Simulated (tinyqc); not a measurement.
Worked calculation: Pariser-Parr-Pople SCF with singles CI, for the molecule c1cncc2cccc-2c1 (SMILES; centres numbered as the heavy atoms are written). Computed by tinyqc, a small Python program that keeps every step. Settings: charge = 0, gamma = Ohno, start = huckel, damping = 0, iteration cap = 85, excitations kept = 6. Command: `OMP_NUM_THREADS=1 python tinyqc.py 23196 23197 out.jsonl` (the two numbers bound the seeds that draw the settings). One thread of a shared host (Intel(R) Xeon(R) Processor @ 2.60GHz), about 0.02 s of CPU time with the checks. Later iterations appear only in the table of the cycle.

## PPP integrals

Centres (angstrom, eV; a flat drawing with bonds scaled to 1.40 angstrom):
```
centre         x         y  core charge z         W  gamma_rr
1C       1.92400  -1.26100              1  11.16000  11.13000
2C       2.53100   0.00000              1  11.16000  11.13000
3N       1.92400   1.26100              1  14.10000  12.30000
4C       0.55900   1.57300              1  11.16000  11.13000
5C      -0.53600   0.70000              1  11.16000  11.13000
6C      -1.86700   1.13300              1  11.16000  11.13000
7C      -2.69000   0.00000              1  11.16000  11.13000
8C      -1.86700  -1.13300              1  11.16000  11.13000
9C      -0.53600  -0.70000              1  11.16000  11.13000
10C      0.55900  -1.57300              1  11.16000  11.13000
```

Resonance integrals (eV):
```
i    j      beta
1    2  -2.39000
2    3  -2.51000
3    4  -2.51000
4    5  -2.39000
5    6  -2.39000
6    7  -2.39000
7    8  -2.39000
8    9  -2.39000
9   10  -2.39000
10   1  -2.39000
9    5  -2.39000
```

Ohno: gamma = 14.399645/sqrt(R^2 + a^2), a = 2 x 14.399645/(gamma_rr + gamma_ss); H_rr = -W_r - sum_(s != r) z_s gamma_rs; H_rs = beta for bonds.

repulsion gamma_rs (eV):
```
           1C        2C        3N        4C        5C        6C        7C        8C
1C   11.13000   7.55535   5.13249   4.23361   4.23318   3.08571   2.90603   3.59297
2C    7.55535  11.13000   7.73079   5.07933   4.23330   3.04930   2.67706   3.04930
3N    5.13249   7.73079  12.30000   7.72856   5.13058   3.61134   2.91572   3.09732
4C    4.23361   5.07933   7.72856  11.13000   7.55266   5.17153   3.75519   3.73271
5C    4.23318   4.23330   5.13058   7.55266  11.13000   7.55485   5.52057   5.51987
6C    3.08571   3.04930   3.61134   5.17153   7.55485  11.13000   7.55280   5.51853
7C    2.90603   2.67706   2.91572   3.75519   5.52057   7.55280  11.13000   7.55280
8C    3.59297   3.04930   3.09732   3.73271   5.51987   5.51853   7.55280  11.13000
9C    5.07831   4.23330   4.26332   5.07856   7.55386   5.51987   5.52057   7.55485
10C   7.55327   5.07933   4.26376   4.23315   5.07856   3.73271   3.75519   5.17153

           9C       10C
1C    5.07831   7.55327
2C    4.23330   5.07933
3N    4.26332   4.26376
4C    5.07856   4.23315
5C    7.55386   5.07856
6C    5.51987   3.73271
7C    5.52057   3.75519
8C    7.55485   5.17153
9C   11.13000   7.55266
10C   7.55266  11.13000
```

core matrix H (eV):
```
            1C         2C         3N         4C         5C         6C         7C         8C
1C   -54.53092   -2.39000    0.00000    0.00000    0.00000    0.00000    0.00000    0.00000
2C    -2.39000  -53.84704   -2.51000    0.00000    0.00000    0.00000    0.00000    0.00000
3N     0.00000   -2.51000  -57.97388   -2.51000    0.00000    0.00000    0.00000    0.00000
4C     0.00000    0.00000   -2.51000  -57.72530   -2.39000    0.00000    0.00000    0.00000
5C     0.00000    0.00000    0.00000   -2.39000  -63.53743   -2.39000    0.00000    0.00000
6C     0.00000    0.00000    0.00000    0.00000   -2.39000  -55.95664   -2.39000    0.00000
7C     0.00000    0.00000    0.00000    0.00000    0.00000   -2.39000  -53.31593   -2.39000
8C     0.00000    0.00000    0.00000    0.00000    0.00000    0.00000   -2.39000  -55.94988
9C     0.00000    0.00000    0.00000    0.00000   -2.39000    0.00000    0.00000   -2.39000
10C   -2.39000    0.00000    0.00000    0.00000    0.00000    0.00000    0.00000    0.00000

            9C        10C
1C     0.00000   -2.39000
2C     0.00000    0.00000
3N     0.00000    0.00000
4C     0.00000    0.00000
5C    -2.39000    0.00000
6C     0.00000    0.00000
7C     0.00000    0.00000
8C    -2.39000    0.00000
9C   -63.51530   -2.39000
10C   -2.39000  -57.58015
```

## Starting guess

pi electrons, sum of z_r less the charge = 10

Orbitals of the Hueckel matrix of the beta values.

P at the start:
```
           1C        2C        3N        4C        5C        6C        7C        8C
1C    0.98586   0.63389   0.02595  -0.24742  -0.06880   0.18807   0.01701  -0.22803
2C    0.63389   0.86927   0.64211   0.14243  -0.22151   0.01652   0.17746   0.01819
3N    0.02595   0.64211   0.98700   0.66678   0.01120  -0.22102   0.01686   0.18044
4C   -0.24742   0.14243   0.66678   0.85523   0.58111   0.01019  -0.21610  -0.06699
5C   -0.06880  -0.22151   0.01120   0.58111   1.02719   0.59713  -0.07450  -0.23207
6C    0.18807   0.01652  -0.22102   0.01019   0.59713   1.17379   0.65562  -0.20161
7C    0.01701   0.17746   0.01686  -0.21610  -0.07450   0.65562   1.04668   0.65639
8C   -0.22803   0.01819   0.18044  -0.06699  -0.23207  -0.20161   0.65639   1.17383
9C    0.01204  -0.21599  -0.06811   0.17353   0.40167  -0.23129  -0.07446   0.59576
10C   0.66600   0.14383  -0.23623  -0.18398   0.17420  -0.06831  -0.21742   0.01086

           9C       10C
1C    0.01204   0.66600
2C   -0.21599   0.14383
3N   -0.06811  -0.23623
4C    0.17353  -0.18398
5C    0.40167   0.17420
6C   -0.23129  -0.06831
7C   -0.07446  -0.21742
8C    0.59576   0.01086
9C    1.02708   0.58516
10C   0.58516   0.85407
```

## Iteration 1: Fock matrix

F_rr = H_rr + P_rr gamma_rr / 2 + sum_(s != r) P_ss gamma_rs; F_rs = H_rs - P_rs gamma_rs / 2; E = tr P (H + F) / 2 + core repulsion sum_(r<s) z_r z_s gamma_rs.

F (eV):
```
           1C        2C        3N        4C        5C        6C        7C        8C
1C   -6.89416  -4.78465  -0.06659   0.52375   0.14562  -0.29016  -0.02472   0.40965
2C   -4.78465  -6.59172  -4.99199  -0.36172   0.46886  -0.02519  -0.23754  -0.02774
3N   -0.06659  -4.99199  -9.29716  -5.08663  -0.02873   0.39909  -0.02458  -0.27944
4C    0.52375  -0.36172  -5.08663  -5.77696  -4.58446  -0.02636   0.40575   0.12503
5C    0.14562   0.46886  -0.02873  -4.58446  -5.22344  -4.64560   0.20565   0.64050
6C   -0.29016  -0.02519   0.39909  -0.02636  -4.64560  -4.74371  -4.86587   0.55629
7C   -0.02472  -0.23754  -0.02458   0.40575   0.20565  -4.86587  -3.93072  -4.86881
8C    0.40965  -0.02774  -0.27944   0.12503   0.64050   0.55629  -4.86881  -4.74610
9C   -0.03058   0.45718   0.14518  -0.44064  -3.90706   0.63835   0.20554  -4.64045
10C  -4.90523  -0.36529   0.50362   0.38941  -0.44233   0.12750   0.40823  -0.02808

           9C       10C
1C   -0.03058  -4.90523
2C    0.45718  -0.36529
3N    0.14518   0.50362
4C   -0.44064   0.38941
5C   -3.90706  -0.44233
6C    0.63835   0.12750
7C    0.20554   0.40823
8C   -4.64045  -0.02808
9C   -5.22669  -4.59975
10C  -4.59975  -5.78060
```

pi energy = -135.72443 eV

## Iteration 1: orbitals and new P

Diagonalise F (the basis is taken as orthonormal) and form P = 2 sum c c over the lowest orbitals.

orbital energies (eV): [-16.36032, -13.91642, -13.23877, -9.95772, -9.13244, -2.50750, -1.86858, 1.29877, 3.71319, 3.75853]

P after iteration 1:
```
           1C        2C        3N        4C        5C        6C        7C        8C
1C    1.05628   0.64933  -0.05304  -0.24521  -0.01893   0.18842   0.00040  -0.22812
2C    0.64933   0.84676   0.62729   0.02838  -0.22965   0.07026   0.18079   0.00698
3N   -0.05304   0.62729   1.22877   0.64120  -0.03353  -0.22336   0.00559   0.18692
4C   -0.24521   0.02838   0.64120   0.79893   0.60370   0.06308  -0.22586  -0.14488
5C   -0.01893  -0.22965  -0.03353   0.60370   1.02030   0.60807  -0.02881  -0.25433
6C    0.18842   0.07026  -0.22336   0.06308   0.60807   1.10425   0.65613  -0.10695
7C    0.00040   0.18079   0.00559  -0.22586  -0.02881   0.65613   0.97605   0.65776
8C   -0.22812   0.00698   0.18692  -0.14488  -0.25433  -0.10695   0.65776   1.10842
9C   -0.01527  -0.23173  -0.01872   0.20278   0.32600  -0.25367  -0.02738   0.60752
10C   0.65125   0.12835  -0.23213  -0.07714   0.19843  -0.13708  -0.22577   0.04879

           9C       10C
1C   -0.01527   0.65125
2C   -0.23173   0.12835
3N   -0.01872  -0.23213
4C    0.20278  -0.07714
5C    0.32600   0.19843
6C   -0.25367  -0.13708
7C   -0.02738  -0.22577
8C    0.60752   0.04879
9C    1.01565   0.60324
10C   0.60324   0.84461
```

## Iteration 2: Fock matrix

As before.

F (eV):
```
           1C        2C        3N        4C        5C        6C        7C        8C
1C   -6.48342  -4.84296   0.13612   0.51906   0.04007  -0.29070  -0.00058   0.40981
2C   -4.84296  -5.32811  -4.93474  -0.07207   0.48610  -0.10712  -0.24199  -0.01064
3N    0.13612  -4.93474  -8.84216  -4.98777   0.08601   0.40331  -0.00815  -0.28948
4C    0.51906  -0.07207  -4.98777  -5.05718  -4.66977  -0.16310   0.42406   0.27040
5C    0.04007   0.48610   0.08601  -4.66977  -5.65461  -4.68694   0.07952   0.70192
6C   -0.29070  -0.10712   0.40331  -0.16310  -4.68694  -5.44509  -4.86780   0.29509
7C   -0.00058  -0.24199  -0.00815   0.42406   0.07952  -4.86780  -4.84188  -4.87396
8C    0.40981  -0.01064  -0.28948   0.27040   0.70192   0.29509  -4.87396  -5.47768
9C    0.03878   0.49049   0.03991  -0.51490  -3.62128   0.70012   0.07559  -4.68486
10C  -4.84955  -0.32596   0.49487   0.16328  -0.50387   0.25583   0.42390  -0.12617

           9C       10C
1C    0.03878  -4.84955
2C    0.49049  -0.32596
3N    0.03991   0.49487
4C   -0.51490   0.16328
5C   -3.62128  -0.50387
6C    0.70012   0.25583
7C    0.07559   0.42390
8C   -4.68486  -0.12617
9C   -5.67470  -4.66804
10C  -4.66804  -5.60767
```

pi energy = -136.42614 eV

## Iteration 2: orbitals and new P

As before.

orbital energies (eV): [-15.77819, -14.07287, -13.01224, -10.43623, -9.66237, -2.11804, -1.55963, 1.91963, 2.91388, 3.39358]

P after iteration 2:
```
           1C        2C        3N        4C        5C        6C        7C        8C
1C    1.07996   0.64648  -0.05306  -0.24205  -0.03014   0.18734   0.01282  -0.22057
2C    0.64648   0.79193   0.61824   0.02946  -0.22448   0.06730   0.16852  -0.00473
3N   -0.05306   0.61824   1.28570   0.63370  -0.03967  -0.21263   0.00985   0.18017
4C   -0.24205   0.02946   0.63370   0.75405   0.59924   0.07438  -0.21644  -0.14113
5C   -0.03014  -0.22448  -0.03967   0.59924   1.04375   0.60843  -0.04299  -0.26583
6C    0.18734   0.06730  -0.21263   0.07438   0.60843   1.09233   0.65968  -0.09304
7C    0.01282   0.16852   0.00985  -0.21644  -0.04299   0.65968   0.98781   0.66253
8C   -0.22057  -0.00473   0.18017  -0.14113  -0.26583  -0.09304   0.66253   1.09906
9C   -0.02958  -0.22797  -0.02095   0.20649   0.32316  -0.26312  -0.03981   0.60639
10C   0.65466   0.14272  -0.22800  -0.06677   0.19748  -0.13364  -0.21631   0.05623

           9C       10C
1C   -0.02958   0.65466
2C   -0.22797   0.14272
3N   -0.02095  -0.22800
4C    0.20649  -0.06677
5C    0.32316   0.19748
6C   -0.26312  -0.13364
7C   -0.03981  -0.21631
8C    0.60639   0.05623
9C    1.03184   0.60009
10C   0.60009   0.83356
```

## Convergence

Stop when output and input P, before any damping, agree to 1e-7.

Course of the cycle:
```
iteration        E (eV)  largest |P(out) - P(in)|
1          -135.7244285                  2.42e-01
2          -136.4261377                  5.69e-02
3          -136.4958578                  2.88e-02
4          -136.5180929                  1.56e-02
5          -136.5269675                  9.26e-03
6          -136.5308518                  5.80e-03
7          -136.5326130                  3.84e-03
8          -136.5334221                  2.56e-03
9          -136.5337956                  1.72e-03
10         -136.5339683                  1.16e-03
11         -136.5340482                  7.80e-04
...                 ...                       ...
25         -136.5341169                  3.44e-06
26         -136.5341169                  2.34e-06
27         -136.5341169                  1.59e-06
28         -136.5341169                  1.08e-06
29         -136.5341169                  7.37e-07
30         -136.5341169                  5.01e-07
31         -136.5341169                  3.41e-07
32         -136.5341169                  2.32e-07
33         -136.5341169                  1.58e-07
34         -136.5341169                  1.07e-07
35         -136.5341169                  7.31e-08
```

Converged in 35 iterations.

## Converged orbitals

Charges are z - P_rr.

orbital energies (eV): [-15.70469, -14.00908, -12.96697, -10.42930, -9.61879, -1.98913, -1.47016, 1.94410, 2.97962, 3.45927]

coefficients:
```
         MO1       MO2       MO3       MO4       MO5       MO6       MO7       MO8
1C   0.30251   0.12257   0.55151   0.09700   0.38663  -0.03093   0.40343  -0.45684
2C   0.34620   0.34871   0.18857   0.26795   0.11375  -0.54197  -0.14086   0.54241
3N   0.49502   0.50050  -0.26462   0.14693  -0.30097   0.23285  -0.31801  -0.35879
4C   0.36646   0.12033  -0.35150  -0.26748  -0.04606   0.24506   0.59372   0.28701
5C   0.35749  -0.27588  -0.29816  -0.40666   0.29505  -0.32679   0.04787  -0.05517
6C   0.19764  -0.29682  -0.27960   0.21728   0.52453   0.08732  -0.36214  -0.20175
7C   0.14732  -0.33591  -0.13741   0.59514   0.06776   0.25904   0.11063   0.32570
8C   0.18281  -0.36957   0.04960   0.37196  -0.46913  -0.18143   0.30834  -0.23216
9C   0.32642  -0.39994   0.18464  -0.27316  -0.39700  -0.23027  -0.27474  -0.01381
10C  0.28418  -0.15753   0.49417  -0.21428   0.02023   0.56885  -0.21802   0.28649

          MO9      MO10
1C    0.18292   0.15663
2C   -0.17423  -0.01095
3N    0.15194  -0.12289
4C   -0.22243   0.33107
5C    0.24227  -0.53286
6C   -0.45289   0.29621
7C    0.54989   0.00034
8C   -0.44598  -0.29716
9C    0.23054   0.53417
10C  -0.21305  -0.32452
```

pi charges: 1C -0.13918, 2C 0.27650, 3N -0.35546, 4C 0.30802, 5C -0.09048, 6C -0.05535, 7C -0.02440, 8C -0.06181, 9C -0.06564, 10C 0.20780

## Singles CI, singlets

Over the 6 single excitations with the smallest orbital gaps: A = (e_a - e_i) delta + 2 (ia|jb) - (ij|ab), with (pq|rs) = sum c_mp c_mq gamma_mn c_nr c_ns. f = 2/3 w |mu|^2 in atomic units, mu = sqrt2 sum c_ia sum_m c_mi c_ma R_m.

singlet CI matrix (eV), order 5>6, 5>7, 4>6, 4>7, 3>6, 3>7:
$$\begin{pmatrix}
2.92619 & -0.48140 & 0.32229 & 0.73489 & 0.07381 & -0.03570 \\
-0.48140 & 4.07667 & -0.85161 & -0.11214 & 0.14172 & 0.21276 \\
0.32229 & -0.85161 & 4.48296 & 0.08741 & -0.18078 & -0.32807 \\
0.73489 & -0.11214 & 0.08741 & 4.86937 & 0.52709 & -0.02383 \\
0.07381 & 0.14172 & -0.18078 & 0.52709 & 6.21596 & -0.04204 \\
-0.03570 & 0.21276 & -0.32807 & -0.02383 & -0.04204 & 6.75629
\end{pmatrix}$$

singlet excitation energies (eV): [2.55883, 3.42829, 4.64852, 5.39634, 6.43815, 6.85731]

oscillator strengths: [0.01962, 0.03178, 0.34706, 1.64494, 0.81721, 0.43154]

## Singles CI, triplets

Over the 6 single excitations with the smallest orbital gaps: A = (e_a - e_i) delta - (ij|ab), with (pq|rs) = sum c_mp c_mq gamma_mn c_nr c_ns.

triplet CI matrix (eV), order 5>6, 5>7, 4>6, 4>7, 3>6, 3>7:
$$\begin{pmatrix}
2.23664 & 0.07493 & -0.03237 & -0.01640 & -0.32019 & 0.02808 \\
0.07493 & 2.57767 & -0.01640 & 0.03772 & 0.02808 & -0.01333 \\
-0.03237 & -0.01640 & 3.22013 & -0.02467 & -0.06626 & -0.17951 \\
-0.01640 & 0.03772 & -0.02467 & 3.56374 & -0.17951 & -0.28495 \\
-0.32019 & 0.02808 & -0.06626 & -0.17951 & 4.87169 & 0.09384 \\
0.02808 & -0.01333 & -0.17951 & -0.28495 & 0.09384 & 5.69812
\end{pmatrix}$$

triplet excitation energies (eV): [2.18002, 2.59101, 3.19947, 3.51863, 4.91466, 5.76420]
